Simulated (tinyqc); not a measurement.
Heat flow across a film from the phonon Boltzmann equation in the relaxation-time approximation: one step, computed by the program tinyqc. Command: `OMP_NUM_THREADS=1 python tinyqc.py 3011316 3011317 out.jsonl slabbte walk`. One thread of a shared host (Intel(R) Xeon(R) Processor @ 2.30GHz), about 0.01 s of CPU time with the checks.

Two black walls, hot at x = 0 and cold at x = L, emit phonons isotropically. For one free path Lambda, with tau = x/Lambda, tau_L = L/Lambda and phi = (T - T_cold)/Delta T, energy balance gives phi(tau) = (1/2) [E2(tau) + int_0^tau_L phi(s) E1(|tau - s|) ds]; E_n are the exponential integrals. The flux over the ballistic flux C v Delta T/4 is psi = 1 - 2 int_0^tau_L phi(s) E2(s) ds, and kappa_eff/kappa = (3/4) tau_L psi. kappa = C v Lambda/3 is an input, so at fixed kappa a longer free path means a smaller C v.

Problem. The small linear system for Lambda_1. Cut the film into n equal cells with constant phi, collocated at the centres c_i: the kernel integrates to A_ij = |E2(|c_i - e_j|) - E2(|c_i - e_(j+1)|)|/2 for cell edges e_j, and A_ii = 1 - E2(half a cell); solve (1 - A) phi = E2(c)/2; psi = 1 - 2 sum_j phi_j [E3(e_j) - E3(e_(j+1))].

Inputs (values chosen for the exercise, modelled on germanium): film thickness L = 410 nm; free path Lambda_1 = 120 nm; cells n in the small system = 6.

Give: optical thickness tau_L; 1 - A; right-hand side E2(c)/2; flux weights E3(e_j) - E3(e_(j+1)).

Solution.

optical thickness tau_L = 3.417

1 - A:
```
[[0.4832, -0.1492, -0.0518, -0.0217, -0.0098, -0.0046],
 [-0.1492, 0.4832, -0.1492, -0.0518, -0.0217, -0.0098],
 [-0.0518, -0.1492, 0.4832, -0.1492, -0.0518, -0.0217],
 [-0.0217, -0.0518, -0.1492, 0.4832, -0.1492, -0.0518],
 [-0.0098, -0.0217, -0.0518, -0.1492, 0.4832, -0.1492],
 [-0.0046, -0.0098, -0.0217, -0.0518, -0.1492, 0.4832]]
```

right-hand side E2(c)/2: [0.2416, 0.09241, 0.04060, 0.01894, 0.009151, 0.004528]

flux weights E3(e_j) - E3(e_(j+1)): [0.2998, 0.1092, 0.04756, 0.02210, 0.01066, 0.005265]
